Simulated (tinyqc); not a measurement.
Worked calculation: propagation of a band-gap error through k.p and effective-mass formulas. Values are carried at full precision from step to step, so a last printed digit may differ when a step is redone from the rounded ones.

Chain, for a gap E (the reference Eg or another value), with Ep and Dso kept: 1/me = 1 + Ep (E + 2 Dso/3)/(E (E + Dso)); g* = 2 - 2 Ep Dso/(3 E (E + Dso)); g1(E) = g1 + (Ep/3)(1/E - 1/Eg), g2(E) = g2 + (Ep/6)(1/E - 1/Eg), light hole 1/(g1 + 2 g2), heavy hole 1/(g1 - 2 g2) along [100]; optical constant ei(E) = 1 + (ei - 1)(EP/(EP + E - Eg))^2, static e0(E) = ei(E) + e0 - ei.

Constants: Ry = 13.60569312 eV; a0 (Bohr radius) = 0.5291772105 angstrom; kB = 8.617333262e-05 eV/K; hbar^2/2m0 = 3.80998211 eV angstrom^2.

Inputs chosen for the exercise (reference values near those of ZnSe, gap at low temperature; the results hold for these values, not for the real material): Eg = 2.767 eV (gap at Gamma to the s-like level); Dso = 0.399 eV (spin-orbit splitting); Ep = 23.9 eV (Kane energy); g1 = 3.76 (Luttinger gamma1); g2 = 1.24 (gamma2); e0 = 8.82 (static dielectric constant); ei = 6.01 (optical dielectric constant); EP = 7.19 eV (mean (Penn) gap); Eg2 = 0.941 eV (a wrong gap, of the size a semi-local functional can give); mh = 0.4 m0 (density-of-states mass of the holes); T = 300 K (temperature); k = 0.013 1/angstrom (wave vector).

## Masses, g factor and screening for both gaps

Evaluate the chain at Eg and at Eg2.

Band values at the two gaps:

| quantity | at Eg | at Eg2 | ratio |
|---|---|---|---|
| me | 0.1078 | 0.04188 | 0.388 |
| g* | 1.274 | -3.042 | - |
| g1 | 3.760 | 9.347 | 2.486 |
| g2 | 1.240 | 4.033 | 3.253 |
| light hole | 0.1603 | 0.05743 | 0.358 |
| heavy hole | 0.7812 | 0.7812 | 1.000 |
| ei | 6.010 | 10.00 | 1.664 |
| e0 | 8.820 | 12.81 | 1.453 |

The gap is off by a factor of 0.34; the electron mass follows with 0.39 and the light hole with 0.36, while the heavy hole, which does not couple to the conduction level, keeps its value. The optical constant changes less, by +66 %, as it answers to the mean gap, which shifts by the same -1.83 eV on a base of 7.19 eV. g* moves by -4.32; remote bands, left out here, shift it by tenths or, where it is large, by some per cent.

## Binding energies and densities for both gaps

Donor: R = Ry me/e0^2, a_B = a0 e0/me, Mott density (0.26/a_B)^3. Nc, Nv = 2 (m kT/(4 pi c))^(3/2), c = hbar^2/2m0, ni = sqrt(Nc Nv) exp(-E/2kT). Exciton: Ry mu/e0^2 with 1/mu = 1/me + g1(E). 1 angstrom^-3 = 1e24 cm^-3.

Use the values of the table.

Results:

| quantity | at Eg | at Eg2 | ratio |
|---|---|---|---|
| R (meV) | 18.86 | 3.472 | 0.184 |
| a_B (angstrom) | 43.29 | 161.9 | 3.74 |
| Mott density (cm^-3) | 2.167e+17 | 4.143e+15 | 0.0191 |
| Nc (cm^-3) | 8.884e+17 | 2.151e+17 | 0.242 |
| ni (cm^-3) | 1.361e-05 | 1.457e+10 | 1.07e+15 |
| exciton (meV) | 13.42 | 2.495 | 0.186 |

Power laws carry the error on: the donor energy (me/e0^2) by a factor of 0.184, the Mott density (cube of me/e0) by 0.0191. ni, with its exponential, changes by a factor of 1.07e+15, that is 15.0 decades.

## A scissor shift and what it does not mend

A rigid shift D = Eg - Eg2 of the conduction band restores the gap but leaves the curvature, so the mass stays me(Eg2); redoing the sum 1/m = 1 + Ep (E + 2 Dso/3)/(E (E + Dso)) with E = Eg and the same Ep gives another mass. For optics, eps2 at the edge goes as |p|^2/E^2: a rigid shift keeps the dipole elements p/E, while shifting the energies under unchanged p scales eps2 by (Eg2/Eg)^2.

shift D = 1.826 eV
mass under a rigid shift = 0.0419 m0
mass from the sum with the corrected gap = 0.1078 m0
factor on eps2 if p is left unscaled = 0.116

The rigid shift leaves the mass off by a factor of 0.39. The mass from the corrected gap is the reference me(Eg) here, because the exercise keeps Ep fixed; a real correction of the gap depends on k and changes Ep as well.

## Far from the edge the relative error shrinks

Two-level dispersion E(k) = sqrt(E^2/4 + Ep c k^2) - E/2 at k/4, k, 4k for both gaps, c = hbar^2/2m0.

Energies above the edge:

| k (1/angstrom) | at Eg (eV) | at Eg2 (eV) | ratio |
|---|---|---|---|
| 0.00325 | 0.0003 | 0.0010 | 2.938 |
| 0.01300 | 0.0056 | 0.0161 | 2.897 |
| 0.05200 | 0.0863 | 0.2133 | 2.472 |

The ratio tends to Eg/Eg2 = 2.94 at k = 0 and goes from 2.938 to 2.472: at large k both curves approach the same slope sqrt(Ep c), while their distance in eV grows towards |Eg - Eg2|/2.

## Checks

- Chain at E = Eg against the inputs g1, g2, ei, e0: they agree to 1e-10 or better.

Computed by tinyqc, a small Python program: `OMP_NUM_THREADS=1 python tinyqc.py 1850927 1850928 out.jsonl` (the numbers bound the seed that draws the inputs); one thread of a shared host (Intel(R) Xeon(R) Processor @ 2.30GHz), about 0.01 s for the whole set of steps.
